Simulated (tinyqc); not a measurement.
Chemical vapour deposition: Grove model, boundary layer, depletion and step coverage: one step, computed by the program tinyqc.

A precursor diffuses to the surface and reacts there at first order; each molecule that reacts adds one formula unit of film.

Problem. Step coverage in a trench. In a long trench of width w and depth l = aspect ratio x w: Knudsen diffusivity D_K = (2w) c/3 (hydraulic diameter 2w), combined as 1/D_e = 1/D_K + 1/D; D_e d2C/dz2 = 2 k_s C/w with D_e dC/dz = -k_s C at the floor. With m = sqrt(2 k_s/(w D_e)): C(floor)/C(top) = 1/[cosh(m l) + (k_s/(D_e m)) sinh(m l)].

Inputs (values chosen for the exercise, close to those used for tungsten from its fluoride): temperature T = 370 C; trench width w = 0.26 um; aspect ratio of the trench = 94.

Reactor: horizontal, reduced pressure.

mean speed c = 21376.43 cm/s

gas diffusivity D = 9.667143 cm^2/s

surface rate constant k_s = 0.05142137 cm/s

Give: Knudsen diffusivity D_K; effective diffusivity D_e; modulus m l; step coverage.

Solution.

Knudsen diffusivity D_K = 0.3705 cm^2/s

effective diffusivity D_e = 0.3568 cm^2/s

modulus m l = 0.2573

step coverage = 0.9675

Caution: the hydraulic-diameter form of D_K is rough for a slit.
